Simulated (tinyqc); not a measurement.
Nudged elastic band on a two-dimensional model surface: one step, computed by the program tinyqc.

V(x, y) = -A (cos kx + cos ky) - B cos kx cos ky + (C sin ky + S sin kx)(1 - cos kx), k = 2 pi/a; the atom hops from the minimum at (0, 0) to that at (a, 0).

Task: Stationary points. Newton steps x(new) = x - H^-1 grad V (moves limited to 0.3 angstrom) from (0, 0), (a, 0) and (a/2, 0) give the two minima and the saddle.

Inputs (values chosen for the exercise, for a model surface):
```
quantity     value      unit
amplitude A   0.13        eV
amplitude B  0.048        eV
skew C        0.02        eV
asymmetry S  0.029        eV
period a       3.3  angstrom
```

Surface: adatom on a square lattice. Climbing image: on.

Give: positions; energies; barrier from the start.

Result:

positions (angstrom):
```
            x       y
start   0.000   0.000
end     3.300   0.000
saddle  1.485  -0.228
```

energies (eV): start -0.3080, end -0.3080, saddle 0.0482

barrier from the start = 0.3562 eV
